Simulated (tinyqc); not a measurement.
Single-band model of a thermoelectric material: one step, computed by the program tinyqc. Command: `OMP_NUM_THREADS=1 python tinyqc.py 3000771 3000772 out.jsonl thermo walk`. One thread of a shared host (Intel(R) Xeon(R) Processor @ 2.30GHz), about 0.01 s of CPU time with the checks.

One spherical band, one scattering law, no minority carriers and no phonon drag. In a real material minority carriers limit |S| to about E_g/(2 e T), so larger values are formal. eta = E_F/(k_B T) is counted from the band edge; f = 1/(1 + exp(x - eta)).

Task: Limiting formulas for the Seebeck coefficient. Classical: |S| = (k_B/e)[r + 5/2 - ln(n/N_c)], N_c = (3 sqrt(pi)/4) N_0. Degenerate (Mott): |S| = (pi^2/3)(k_B/e)(r + 3/2)/eta_F, eta_F = (n/N_0)^(2/3).

Inputs (values chosen for the exercise, modelled on n-type PbTe): carrier density n = 7.5e+18 1/cm^3; temperature T = 780 K.

Band: parabolic. Scattering: acoustic phonons, r = -0.5.

Seebeck coefficient |S| = 241.2244 microvolt/K

N_0 = 1.172554e+19 1/cm^3

Constants: k_B = 8.617333262e-05 eV/K.

Give: Seebeck coefficients.

Result:

Seebeck coefficients:

| formula | \|S\| (microvolt/K) | deviation (%) |
|---|---|---|
| full integral | 241.22 | 0.000 |
| classical | 235.39 | -2.420 |
| degenerate | 381.88 | 58.311 |
